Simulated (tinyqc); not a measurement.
## Front-illuminated p-i-n photodiode, quantum efficiency and bandwidth: efficiency and bandwidth against the diameter

Light enters through a p layer (0 to xp), a depleted layer (xp to xp + wi) and a thick n substrate, decaying as exp(-al x); one pass, no back reflection. Carriers made in the depleted layer are all collected; those in the neutral layers diffuse.

k = al Ln, s = S Ln/Dn, e = exp(-al xp); front layer f1 = (k/(k^2 - 1)) {[s + k - e (s cosh(xp/Ln) + sinh(xp/Ln))]/[s sinh(xp/Ln) + cosh(xp/Ln)] - k e}; depleted layer f2 = e (1 - exp(-al wi)); substrate f3 = e exp(-al wi) al Lp/(1 + al Lp); external efficiency (1 - Rf)(f1 + f2 + f3); responsivity = efficiency q lam/(h c). Drift response for pairs made in the depleted layer, a = al wi, g = 1 - exp(-a), u = 2 pi i f, te = wi/ve, th = wi/vh: electrons He = [g - a (exp(-a) - exp(-u te))/(u te - a)]/(u te g), holes Hh = [g - a (1 - exp(-a - u th))/(a + u th)]/(u th g); C = eps0 eps_r pi (dia/2)^2/wi + Cp; total |He + Hh|/sqrt(1 + (2 pi f RL C)^2), for the current of the depleted layer alone. Limits are the frequencies at which each factor falls to 1/sqrt(2); inverse-square sum (f_transit^-2 + f_RC^-2)^(-1/2); the diffusion currents f1 and f3 are left out of the bandwidth.

Values chosen for this exercise; values close to those of silicon at this wavelength: wavelength lam = 1000 nm; absorption coefficient al = 61.9 1/cm; reflectance of the front face Rf = 0.3; relative permittivity eps_r = 11.3; thickness of the front p layer xp = 0.85 um; thickness of the depleted layer wi = 60 um; electron diffusion coefficient in the p layer Dn = 13 cm^2/s; electron diffusion length in the p layer Ln = 0.23 um; recombination velocity of the front surface S = 7000 cm/s; hole diffusion length in the thick n substrate Lp = 5 um; electron drift velocity ve = 1.02e7 cm/s; hole drift velocity vh = 6.91e6 cm/s; load resistance RL = 50 ohm; parasitic capacitance Cp = 50 fF.

Constants: q = 1.602176634e-19 C, h = 6.62607015e-34 J s, c = 299792458 m/s, eps0 = 8.8541878128e-14 F/cm where lengths are in cm. Results are converted to the units shown.

The same in every row: f2 = 0.3086; f1 + f3 = 0.02201; responsivity (A/W) = 0.1867; transit limit (GHz) = 0.7561.

Efficiency and bandwidth against the diameter:

| dia (um) | RC limit (GHz) | 3 dB bandwidth (GHz) | inverse-square sum (GHz) | bandwidth x (1 - Rf) f2 (GHz) |
|---|---|---|---|---|
| 5 | 63.62 | 0.7561 | 0.7561 | 0.1633 |
| 10 | 63.50 | 0.7561 | 0.7561 | 0.1633 |
| 20 | 63.00 | 0.7561 | 0.7561 | 0.1633 |
| 50 | 59.75 | 0.7561 | 0.7561 | 0.1633 |
| 100 | 50.45 | 0.7560 | 0.7561 | 0.1633 |
| 200 | 31.09 | 0.7558 | 0.7559 | 0.1633 |
| 500 | 8.434 | 0.7517 | 0.7531 | 0.1624 |
| 1000 | 2.341 | 0.7061 | 0.7195 | 0.1525 |

As dia goes from 5 to 1000, the responsivity stays at 0.187 A/W and the bandwidth falls from 0.756 to 0.706 GHz. The transit limit is the lower one in every row. Adding inverse squares of the two limits is within 1.9 % of the full result.

tinyqc, about 0.01 s, one thread, Intel Xeon 2.30GHz (shared host): `OMP_NUM_THREADS=1 python tinyqc.py 2250033 2250034 out.jsonl`
